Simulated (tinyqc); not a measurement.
Inside a calculation. Model: ion implantation: universal nuclear stopping, Lindhard-Scharff electronic stopping and a Gaussian range profile. Computed by tinyqc, a small Python program that keeps every step. Command: `OMP_NUM_THREADS=1 python tinyqc.py 3009715 3009716 out.jsonl implant walk`. One thread of a shared host (Intel(R) Xeon(R) Processor @ 2.30GHz), about 0.08 s of CPU time with the checks. Intermediate numbers are printed to about 6 digits and carried at full precision; extremes and crossings named in words are read from the listed rows.

An ion slows by elastic collisions with screened nuclei and by friction with electrons; channelling is ignored and the target is uniform.

Inputs (values chosen for the exercise, modelled on nitrogen ions in germanium):
```
quantity                                 value     unit
ion atomic number Z1                         7        -
ion mass M1                                 14        u
target atomic number Z2                     32        -
target mass M2                           72.63        u
target density N                          44.2   1/nm^3
ion energy E                                 5      keV
scale factor of electronic stopping k      1.3        -
dose Q                                 1.5e+15   1/cm^2
background C_B                         3.4e+15   1/cm^3
displacement energy E_d                     15       eV
tilt angle                                  30  degrees
screen thickness d                         2.9       nm
```

Follow-up: tilt and screen oxide.

## Stopping at the entry energy

Reduced energy eps = 32.53 M2 E/(Z1 Z2 (M1 + M2)(Z1^0.23 + Z2^0.23)), E in keV; s_n = ln(1 + 1.1383 eps)/(2 (eps + 0.01321 eps^0.21226 + 0.19593 eps^0.5)) for eps up to 30 and ln(eps)/(2 eps) above; S_n = 8.462 Z1 Z2 M1 s_n/((M1 + M2)(Z1^0.23 + Z2^0.23)) in 1e-15 eV cm^2. S_e = k 3.83 Z1^(7/6) Z2/(Z1^(2/3) + Z2^(2/3))^(3/2) sqrt(E/M1) in 1e-15 eV cm^2, E in keV. dE/dx = N (S_n + S_e); 1e-15 eV cm^2 = 0.1 eV nm^2.

reduced energy eps = 0.160896

s_n = 0.338455

S_n = 27.4014 x 1e-15 eV cm^2

S_e = 18.1027 x 1e-15 eV cm^2

energy loss dE/dx = 201.128 eV/nm

Nuclear stopping carries 60 % of the loss at entry.

## Range and straggle

Path length R = int_0^E dE'/(N (S_n + S_e)); energy lost to nuclei nu = int_0^E S_n/(S_n + S_e) dE' (both with E' = E y^3 and 64 Gauss-Legendre points in y). Estimates of Lindhard type: R_p = R/(1 + M2/(3 M1)), straggle dR_p = (2/3) R_p sqrt(M1 M2)/(M1 + M2).

path length R = 38.5238 nm

projected range R_p = 14.1150 nm

straggle dR_p = 3.46372 nm

energy lost to nuclei nu = 3.32923 keV

67 % of the energy goes to nuclei over the whole path. Caution: the estimates of R_p and dR_p assume mainly nuclear stopping and an ion not much lighter than the target; here they are rough, and for light ions in heavy targets the straggle can be low by a factor of two or more.

## Gaussian profile

C(x) = C_p exp(-(x - R_p)^2/(2 dR_p^2)) with C_p = Q/(sqrt(2 pi) dR_p), 1 nm = 1e-7 cm; the profile falls to the background at x_j = R_p + dR_p sqrt(2 ln(C_p/C_B)); the peak atomic fraction is C_p/N.

peak concentration C_p = 1.72766e+21 1/cm^3

Depth x_j where C falls to C_B = 31.8704 nm

peak atomic fraction = 0.0390873

## Damage

Kinchin-Pease count with efficiency 0.8: N_d = 0.8 nu/(2 E_d), taking all of nu as damage energy (an upper estimate, as recoils also lose energy to electrons). Spread over a depth R_p + dR_p, displacements per atom = Q N_d/(N (R_p + dR_p)).

displacements per ion N_d = 88.7794

displacements per atom = 1.71393

One displacement per atom would need a dose of 8.8e14 per cm^2 if no defects annealed. Caution: above a few tenths of a displacement per atom cascades overlap, so the count overstates new damage; heavy ions turn silicon and germanium amorphous at such levels, while light ions such as boron and metal targets anneal much of the damage.

## Tilt and screen

Depths scale with cos(tilt): R_p cos and dR_p cos (lateral straggle ignored); the screen stops like the target. Fraction in the substrate = (1/2) erfc((d - R_p cos)/(sqrt2 dR_p cos)); peak depth below the screen = R_p cos - d.

fraction in the substrate = 0.999059

peak depth below the screen = 9.32394 nm

0.094 % of the dose does not reach the substrate.

## Nuclear against electronic stopping over energy

The formulas are those given above.

Stopping (1e-15 eV cm^2) and range:
```
E (keV)          eps      S_n      S_e   R (nm)      nu/E
1        3.21792e-02  19.7604    8.096   14.717  0.734980
2        6.43584e-02  23.5661   11.449   21.865  0.712579
5        1.60896e-01  27.4014   18.103   38.524  0.665845
10       3.21792e-01  28.4985   25.601   61.093  0.613858
20       6.43584e-01  27.3730   36.205   99.342  0.544327
50       1.60896e+00  22.5051   57.246  193.536  0.425322
100      3.21792e+00  17.3786   80.958  320.432  0.323580
200      6.43584e+00  12.3398  114.492  521.353  0.226733
500      1.60896e+01   7.0924  181.027  952.492  0.126243
```

Nuclear stopping peaks near 10 keV among these rows (eps = 0.32; the universal curve peaks near 0.3). Electronic stopping overtakes it between 10 and 20 keV. The path length grows as E^0.57 at the low end and E^0.66 at the high end; constant stopping would give E^1, and stopping that rises with E, be it nuclear (below its peak) or electronic, gives a lower exponent.

Checks made by the program: range against adaptive quadrature (relative difference 2e-06).
